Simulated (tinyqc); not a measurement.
Inside a calculation. Method: Hartree-Fock atom on a uniform radial grid, spin-unpolarised, for Be(2+). Computed by tinyqc, a small Python program that keeps every step. Settings: Z = 4, points = 256, R = 5.2, functional = hf2, mixing = 1.0, iteration cap = 67. Command: `OMP_NUM_THREADS=1 python tinyqc.py 29866 29867 out.jsonl` (the two numbers bound the seeds that draw the settings). One thread of a shared host (Intel(R) Xeon(R) Processor @ 2.60GHz), about 0.1 s of CPU time with the checks. Later iterations appear only in the table of the cycle.

## Iteration 1

Spherical atom on a uniform radial grid r_j = j h with h = R/(N + 1), h sum u^2 = 1 and integrals as h times sums, u(0) = u(R) = 0 (atomic units):
```
parameter           value
Z                       4
points N              256
R                5.200000
h                0.020233
mixing           1.000000
electrons in 1s         2
```

Three-point differences turn -u''/2 + [l(l+1)/2r^2 - Z/r + V] u = e u into a tridiagonal matrix (diagonal 1/h^2 + potential, off-diagonal -1/2h^2). D = sum f u^2; the Hartree potential y/r solves y'' = -D/r with y(0) = 0, y(R) = N_e; for two electrons in one orbital exchange is -V_H/2 (Hartree-Fock); E = sum f e - int D V + int D (V_H/2 + eps_xc); V(new) = V + mixing (V_H + v_xc - V).

eigenvalues (hartree): 1s -7.98694

Every 16th grid point:
```
r           V in     u(1s)         D      V_H      v_xc
0.32374  0.00000   1.41849   4.02425  5.11309  -2.55655
0.64747  0.00000   0.77819   1.21115  3.02631  -1.51316
0.97121  0.00000   0.32019   0.20504  2.05502  -1.02751
1.29494  0.00000   0.11710   0.02743  1.54417  -0.77208
1.61868  0.00000   0.04015   0.00322  1.23555  -0.61778
1.94241  0.00000   0.01322   0.00035  1.02965  -0.51482
2.26615  0.00000   0.00423  3.58e-05  0.88255  -0.44128
2.58988  0.00000   0.00133  3.52e-06  0.77224  -0.38612
2.91362  0.00000   0.00041  3.35e-07  0.68643  -0.34322
3.23735  0.00000   0.00012  3.11e-08  0.61779  -0.30889
3.56109  0.00000  3.76e-05  2.83e-09  0.56163  -0.28081
3.88482  0.00000  1.13e-05  2.54e-10  0.51482  -0.25741
4.20856  0.00000  3.34e-06  2.24e-11  0.47522  -0.23761
4.53230  0.00000  9.82e-07         0  0.44128  -0.22064
4.85603  0.00000  2.69e-07         0  0.41186  -0.20593
5.17977  0.00000  1.21e-08         0  0.38612  -0.19306
```

total energy = -13.4755246 hartree

## Iteration 2

As before.

eigenvalues (hartree): 1s -5.55059

Every 16th grid point:
```
r           V in     u(1s)         D      V_H      v_xc
0.32374  2.55655   1.36347   3.71809  4.86580  -2.43290
0.64747  1.51316   0.85656   1.46738  2.98374  -1.49187
0.97121  1.02751   0.41704   0.34784  2.04909  -1.02454
1.29494  0.77208   0.18314   0.06708  1.54341  -0.77171
1.61868  0.61778   0.07599   0.01155  1.23546  -0.61773
1.94241  0.51482   0.03041   0.00185  1.02964  -0.51482
2.26615  0.44128   0.01187   0.00028  0.88255  -0.44128
2.58988  0.38612   0.00455  4.14e-05  0.77224  -0.38612
2.91362  0.34322   0.00172  5.91e-06  0.68643  -0.34322
3.23735  0.30889   0.00064  8.26e-07  0.61779  -0.30889
3.56109  0.28081   0.00024  1.13e-07  0.56163  -0.28081
3.88482  0.25741   0.00009  1.53e-08  0.51482  -0.25741
4.20856  0.23761  3.19e-05  2.04e-09  0.47522  -0.23761
4.53230  0.22064  1.15e-05  2.62e-10  0.44128  -0.22064
4.85603  0.20593  3.73e-06  2.78e-11  0.41186  -0.20593
5.17977  0.19306  1.82e-07         0  0.38612  -0.19306
```

total energy = -13.5856569 hartree

## Iteration 3

As before.

eigenvalues (hartree): 1s -5.66892

Every 16th grid point:
```
r           V in     u(1s)         D      V_H      v_xc
0.32374  2.43290   1.37009   3.75429  4.89543  -2.44772
0.64747  1.49187   0.84787   1.43778  2.98900  -1.49450
0.97121  1.02454   0.40660   0.33064  2.04987  -1.02493
1.29494  0.77171   0.17602   0.06197  1.54352  -0.77176
1.61868  0.61773   0.07204   0.01038  1.23548  -0.61774
1.94241  0.51482   0.02845   0.00162  1.02964  -0.51482
2.26615  0.44128   0.01096   0.00024  0.88255  -0.44128
2.58988  0.38612   0.00415  3.44e-05  0.77224  -0.38612
2.91362  0.34322   0.00155  4.80e-06  0.68643  -0.34322
3.23735  0.30889   0.00057  6.53e-07  0.61779  -0.30889
3.56109  0.28081   0.00021  8.75e-08  0.56163  -0.28081
3.88482  0.25741   0.00008  1.15e-08  0.51482  -0.25741
4.20856  0.23761  2.74e-05  1.50e-09  0.47522  -0.23761
4.53230  0.22064  9.71e-06  1.88e-10  0.44128  -0.22064
4.85603  0.20593  3.13e-06  1.96e-11  0.41186  -0.20593
5.17977  0.19306  1.52e-07         0  0.38612  -0.19306
```

total energy = -13.5871203 hartree

## Convergence

Stop when input and output potentials agree to 1e-7.

Course of the cycle (hartree):
```
iteration            E     e(1s)  largest |V(out) - V(in)|
1          -13.4755246  -7.98694                  3.99e+00
2          -13.5856569  -5.55059                  3.49e-01
3          -13.5871203  -5.66892                  4.17e-02
4          -13.5871409  -5.65465                  4.95e-03
5          -13.5871412  -5.65633                  5.86e-04
6          -13.5871412  -5.65613                  6.94e-05
7          -13.5871412  -5.65616                  8.22e-06
8          -13.5871412  -5.65615                  9.73e-07
9          -13.5871412  -5.65615                  1.15e-07
10         -13.5871412  -5.65615                  1.36e-08
```

Converged in 10 iterations. A uniform grid resolves the cusp poorly: for a bare nucleus this grid gives 1s at -7.98694 against -Z^2/2 = -8 hartree. Before convergence this energy mixes input and output and is not variational, so it may rise towards its limit.
